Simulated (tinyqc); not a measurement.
Self-consistent Fermi level with native defects, at growth and after a quench. Changing the shift s of the chemical potential. Computed by tinyqc, a small Python program. Command: `OMP_NUM_THREADS=1 python tinyqc.py 3020719 3020720 out.jsonl scfermi sweep`. One thread of a shared host (Intel(R) Xeon(R) Processor @ 2.30GHz), about 0.09 s of CPU time with the checks.

Energies are counted from the top of the valence band (VBM); when the gap shrinks with temperature the conduction band moves and the levels stay. The added dopant is taken as fully ionised. D and A draw on one reservoir with opposite signs, as the two vacancies of a compound do.

Inputs (values chosen for the exercise, with bands modelled on ZnO):
```
quantity                                value   unit
gap E_g at 300 K                         3.38     eV
slope -dE_g/dT above 300 K            0.00048   eV/K
electron mass m_e                       0.272    m_0
valleys M_c                                 1      -
hole mass m_h                           0.829    m_0
E_f of the neutral native donor D       3.472     eV
E_f of the neutral native acceptor A    3.814     eV
site density N_s                      3.5e+22  cm^-3
dopant density N_X                    1.6e+17  cm^-3
growth temperature T_g                   1400      K
temperature of use T                      300      K
```

Added shallow dopant: acceptor.

levels of D above the VBM, most positive state first (eV): 1.49  1.53  2.67

levels of A above the VBM, (0/-1) first (eV): 0.314  1.33  1.43

Constants: m_0 = 9.1093837015e-31 kg; k_B = 1.380649e-23 J/K; h = 6.62607015e-34 J s; k_B = 8.617333262e-05 eV/K.

Method:
- E_f(D, 0) = input + s and E_f(A, 0) = input - s; E_f(q, E_F = 0) follows from the levels, eps(q/q-1) = E_f(q - 1) - E_f(q) at E_F = 0.
- E_g(T) = E_g - slope x max(0, T - 300 K).
- N_c = 2 M_c (2 pi m_e k_B T/h^2)^(3/2) and N_v = 2 (2 pi m_h k_B T/h^2)^(3/2), masses in units of m_0.
- At growth T = T_g.
- n = N_c F_1/2((E_F - E_g)/k_B T), p = N_v F_1/2(-E_F/k_B T).
- F_1/2(eta) = (2/sqrt(pi)) int_0^infinity sqrt(x)/(1 + exp(x - eta)) dx, by the trapezoid rule in t = sqrt(x) with step 0.02 up to t = 12 (for eta < -12 by exp(eta) - exp(2 eta)/2^(3/2)).
- In equilibrium c_q = N_s exp(-(E_f(q, 0) + q E_F)/k_B T).
- Net charge = p - n + sum q c_q - N_X; the log ratio is ln(positive charge/negative charge).
- E_F is the root of the log ratio, by 50 bisections between -0.5 eV and E_g + 0.5 eV.
- After a quench the totals of D and A stay as grown, and each is shared among its charge states with weights exp(-(E_f(q, 0) + q E_F)/k_B T).

One run for each value; columns: (1) shift s of the chemical potential (eV); (2) E_F at growth (eV); (3) total D (cm^-3); (4) total A (cm^-3); (5) E_F after the quench (eV); (6) n after the quench (cm^-3); (7) p after the quench (cm^-3):
```
(1)      (2)        (3)        (4)    (5)        (6)        (7)
-0.60  1.508  7.944e+16  1.223e+12  1.509  1.330e-13  8.383e-07
-0.45  1.447  6.867e+16  1.243e+12  1.492  6.713e-14  1.661e-06
-0.30  1.390  6.212e+16  1.552e+12  1.475  3.518e-14  3.169e-06
-0.15  1.336  5.807e+16  2.282e+12  1.457  1.793e-14  6.219e-06
0.00   1.284  5.534e+16  3.818e+12  1.434  7.324e-15  1.523e-05
0.15   1.233  5.322e+16  7.054e+12  0.282  3.233e-34  3.450e+14
0.30   1.183  5.121e+16  1.403e+13  0.207  1.751e-35  6.367e+15
0.45   1.134  4.893e+16  2.943e+13  0.188  8.445e-36  1.320e+16
0.60   1.085  4.602e+16  6.427e+13  0.175  5.081e-36  2.194e+16
```

Over the rows, E_F at growth (eV) falls from 1.51 to 1.09; total D (cm^-3) falls from 7.94e16 to 4.60e16; total A (cm^-3) rises from 1.22e12 to 6.43e13. Raising s makes D costlier and A cheaper.

Caution (all rows): in a wide-gap host the dopant, above all an acceptor, may be only partly ionised at the temperature of use; the carrier density is then overstated.
